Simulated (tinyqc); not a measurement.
Deformation-potential model of the X valleys of a conduction band: one step. Piezoresistance from repopulation. Three cases, with inputs chosen for the exercise.

Question. For small stress d(rho)/rho = pi X. For valleys on the cube axes pi11 = -(2/3) Xu (s11 - s12)/kT x (K - 1)/(2K + 1), pi12 = -pi11/2, pi44 = 0, K = ml/mt. For stress along [110]: pi_l = (pi11 + pi12 + pi44)/2 with the current along it and pi_t = (pi11 + pi12 - pi44)/2 with the current along [1-10]. 1/GPa = 100 x 1e-11/Pa.

Constants: kB = 8.617333262e-05 eV/K.

Case 1.

Values chosen (near those of GaP; the results hold for these values, not for the real material): ml = 2.074 m0 (longitudinal mass); mt = 0.246 m0 (transverse mass); Xu = 6.65 eV (uniaxial potential); T = 350 K (temperature).

s11, s12, s44 (1/TPa): 9.669042  -2.941299  14.306152

Case 2.

Values chosen (near those of AlAs; the results hold for these values, not for the real material): ml = 1.095 m0 (longitudinal mass); mt = 0.195 m0 (transverse mass); Xu = 5.55 eV (uniaxial potential); T = 200 K (temperature).

s11, s12, s44 (1/TPa): 10.823980  -3.260527  18.416206

Case 3.

Values chosen (near those of GaP; the results hold for these values, not for the real material): ml = 1.955 m0 (longitudinal mass); mt = 0.252 m0 (transverse mass); Xu = 6.35 eV (uniaxial potential); T = 300 K (temperature).

s11, s12, s44 (1/TPa): 9.900601  -3.052767  13.888889

Give: K; pi11, pi12, pi44; pi_l, pi_t for [110].

Answer.

Case 1.

K = 8.431

pi11, pi12, pi44 (1e-11/Pa): -77.1  38.6  0.0

pi_l, pi_t for [110] (1e-11/Pa): -19.3  -19.3

Case 2.

K = 5.615

pi11, pi12, pi44 (1e-11/Pa): -114.1  57.1  0.0

pi_l, pi_t for [110] (1e-11/Pa): -28.5  -28.5

Case 3.

K = 7.758

pi11, pi12, pi44 (1e-11/Pa): -86.8  43.4  0.0

pi_l, pi_t for [110] (1e-11/Pa): -21.7  -21.7

Only the transfer between valleys is counted; changes of mass and of intervalley scattering add to it in a real crystal.

Computed by tinyqc, one run a case: `OMP_NUM_THREADS=1 python tinyqc.py N N+1 out.jsonl` with N = 1050076, 1050281, 1050321; one thread of a shared Intel(R) Xeon(R) Processor @ 2.30GHz, about 0.03 s a run at most.
